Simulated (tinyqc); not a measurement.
# p-n diode, drift-diffusion by the Gummel loop with Scharfetter-Gummel fluxes: two studies

Abrupt junction at x = 0, p side from -Lp, n side to Ln, ohmic contacts. psi is counted from the intrinsic level; n = ni exp((psi - phin)/Vt), p = ni exp((phip - psi)/Vt). Contacts: p side psi = V - Vt ln(Na/ni), p = Na, n = ni^2/Na; n side psi = Vt ln(Nd/ni), n = Nd, p = ni^2/Nd. Constant mobilities, D = mu Vt, Boltzmann statistics, SRH recombination through a mid-gap level, U = (n p - ni^2)/(tp (n + ni) + tn (p + ni)). Current is positive from the p contact to the n contact.

Inputs (values chosen for the exercise); band and dielectric values close to those of gallium arsenide: temperature T = 300 K; band gap Eg = 1.4 eV; relative permittivity eps_r = 13.2; conduction-band density of states at T Nc = 4.34e17 cm^-3; valence-band density of states at T Nv = 9.12e18 cm^-3; acceptor density of the p side Na = 3.1e16 cm^-3; donor density of the n side Nd = 4.5e15 cm^-3; electron mobility mun = 6700 cm^2/(V s); hole mobility mup = 380 cm^2/(V s); SRH lifetime of electrons tn = 7e-10 s; SRH lifetime of holes tp = 2e-8 s; length of the p side Lp = 0.46 um; length of the n side Ln = 2.9 um; uniform generation rate G = 0 cm^-3 s^-1.

Constants: q = 1.602176634e-19 C, kB = 1.380649e-23 J/K, Vt = kB T/q, eps0 = 8.8541878128e-14 F/cm where lengths are in cm. Results are converted to the units shown.

Each table varies one quantity; the others keep the values above.

## Current against voltage in the dark

ni = sqrt(Nc Nv) exp(-Eg/(2 Vt)), Eg in volts. Poisson and both continuity equations are solved self-consistently with Scharfetter-Gummel fluxes on a graded mesh of 500 nodes. J_scr is q times the integral of U between -xp and xn. Ideal diffusion current J_id = q ni^2 [Dn coth(wp/Le)/(Le Na) + Dp coth(wn/Lh)/(Lh Nd)] (exp(V/Vt) - 1), Le = sqrt(Dn tn), Lh = sqrt(Dp tp), wp = Lp - xp, wn = Ln - xn, with xp and xn from the depletion approximation (W = sqrt(2 eps0 eps_r (Vbi - V)(1/Na + 1/Nd)/q), xp = W Nd/(Na + Nd), xn = W Na/(Na + Nd), Vbi = Vt ln(Na Nd/ni^2)). Ideality factor = 0.004 V/(Vt ln[J(V + 0.004 V)/J(V)]). Here G = 0.

In this table G = 0 cm^-3 s^-1.

Current against voltage in the dark:
```
V (V),J (A/cm^2),ideality factor,J_scr/J (%),J_id (A/cm^2),share recombining at the contacts (%),larger minority/doping at -xp and xn
0.23,2.16e-8,1.91,100,2.18e-12,0.00988,6.90e-15
0.33,1.62e-7,1.93,99.9,1.03e-10,0.0625,3.28e-13
0.42,9.85e-7,1.92,99.7,3.32e-9,0.330,1.06e-11
0.52,7.51e-6,1.88,97.9,1.57e-7,2.04,5.02e-10
0.62,6.33e-5,1.71,88.4,7.41e-6,11.4,2.37e-8
0.72,7.83e-4,1.34,55.7,3.50e-4,43.6,1.12e-6
0.82,0.0199,1.09,17.8,0.0165,80.8,5.21e-5
0.92,0.795,1.02,3.79,0.775,94.5,0.00237
1.02,33.4,1.09,0.693,36.3,97.6,0.0867
```

J rises from 2.16e-8 to 33.4 A/cm^2; the ideality factor moves up and down between 1.02 and 1.93. Recombination in the depleted layer carries over half of the current up to V = 0.72 V, where the factor is 1.34; it grows roughly as exp(V/2 Vt), so diffusion overtakes it. Where the factor is lowest (V = 0.92 V), J is 2.6 % above the ideal diffusion current.

## Effect of the donor density of the n side at fixed bias

Same model as above.

In this table V = 0.53 V.

Results:
```
Nd (cm^-3),J (A/cm^2),ideality factor,J_scr/J (%),J_id (A/cm^2),share recombining at the contacts (%),larger minority/doping at -xp and xn
4.5e15,9.23e-6,1.87,97.5,2.31e-7,2.44,7.38e-10
1.6e16,4.79e-6,1.83,95.0,2.44e-7,5.00,6.02e-11
3e16,3.97e-6,1.79,93.6,2.58e-7,6.36,1.74e-11
5.7e16,3.94e-6,1.79,93.2,2.73e-7,6.77,1.54e-11
1.1e17,3.95e-6,1.78,92.9,2.87e-7,7.07,1.52e-11
```

Estimate the missing row, Nd = 8.5e15 cm^-3.

Computed row:
```
Nd (cm^-3),J (A/cm^2),ideality factor,J_scr/J (%),J_id (A/cm^2),share recombining at the contacts (%),larger minority/doping at -xp and xn
8.5e15,6.60e-6,1.86,96.5,2.34e-7,3.48,2.10e-10
```

With this row back in the table: As Nd rises from 4.5e15 to 1.1e17, J goes from 9.23e-6 through a minimum of 3.94e-6 (at Nd = 5.7e16 among the rows listed) to 3.95e-6 A/cm^2, the share of the depleted layer falls from 97.5 to 92.9 % and the share lost at the contacts rises from 2.44 to 7.07 %. The exponent d ln J/d ln Nd is -0.53 between the first two rows and 0.00 between the last two. J less J_scr is 2.0 % below J_id in the last row.

tinyqc, about 0.1 s, one thread, Intel Xeon 2.30GHz (shared host): `OMP_NUM_THREADS=1 python tinyqc.py 2240085 2240086 out.jsonl`
